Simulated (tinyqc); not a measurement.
Inside a calculation. Model: front-illuminated p-i-n photodiode, quantum efficiency and bandwidth.

Program tinyqc, `OMP_NUM_THREADS=1 python tinyqc.py 2250131 2250132 out.jsonl`; Intel Xeon 2.30GHz, shared host, one thread, about 0.01 s. Printed values are rounded.

Light enters through a p layer (0 to xp), a depleted layer (xp to xp + wi) and a thick n substrate, decaying as exp(-al x); one pass, no back reflection. Carriers made in the depleted layer are all collected; those in the neutral layers diffuse.

Parameters, values chosen for the exercise; values close to those of germanium at this wavelength: wavelength lam = 1310 nm; absorption coefficient al = 6780 1/cm; reflectance of the front face Rf = 0.05; relative permittivity eps_r = 15.4; thickness of the front p layer xp = 0.088 um; thickness of the depleted layer wi = 2.4 um; electron diffusion coefficient in the p layer Dn = 21 cm^2/s; electron diffusion length in the p layer Ln = 2.6 um; recombination velocity of the front surface S = 8000 cm/s; hole diffusion length in the thick n substrate Lp = 9.3 um; electron drift velocity ve = 5.99e6 cm/s; hole drift velocity vh = 4.31e6 cm/s; diameter dia = 98 um; load resistance RL = 50 ohm; parasitic capacitance Cp = 30 fF; modulation frequency f = 12 GHz.

Constants: q = 1.602176634e-19 C, h = 6.62607015e-34 J s, c = 299792458 m/s, eps0 = 8.8541878128e-14 F/cm where lengths are in cm. Results are converted to the units shown.

## Quantum efficiency

k = al Ln, s = S Ln/Dn, e = exp(-al xp); front layer f1 = (k/(k^2 - 1)) {[s + k - e (s cosh(xp/Ln) + sinh(xp/Ln))]/[s sinh(xp/Ln) + cosh(xp/Ln)] - k e}; depleted layer f2 = e (1 - exp(-al wi)); substrate f3 = e exp(-al wi) al Lp/(1 + al Lp); external efficiency (1 - Rf)(f1 + f2 + f3); responsivity = efficiency q lam/(h c).

s = 0.0990476
f1 = 0.0577991
f2 = 0.756982
f3 = 0.159762
external efficiency = 0.925816
responsivity = 0.978204 A/W

The front layer absorbs 5.79 % of the light that enters and collects 99.8 % of that. Diffusion from the neutral layers makes up 22.3 % of the current.

## Response at one frequency

Drift response for pairs made in the depleted layer, a = al wi, g = 1 - exp(-a), u = 2 pi i f, te = wi/ve, th = wi/vh: electrons He = [g - a (exp(-a) - exp(-u te))/(u te - a)]/(u te g), holes Hh = [g - a (1 - exp(-a - u th))/(a + u th)]/(u th g); C = eps0 eps_r pi (dia/2)^2/wi + Cp; total |He + Hh|/sqrt(1 + (2 pi f RL C)^2), for the current of the depleted layer alone.

te = 40.0668 ps
th = 55.6845 ps
He = 0.215689-0.420496i
Hh = 0.116150-0.212821i
|He + Hh| = 0.714987
C = 458.549 fF
total response = 0.358015

The drift response alone falls to 1/sqrt(2) at 12.2 GHz and the RC term alone at 6.94 GHz; together they give 5.84 GHz for this part of the current; the diffusion currents, left out, respond on their own time scales.
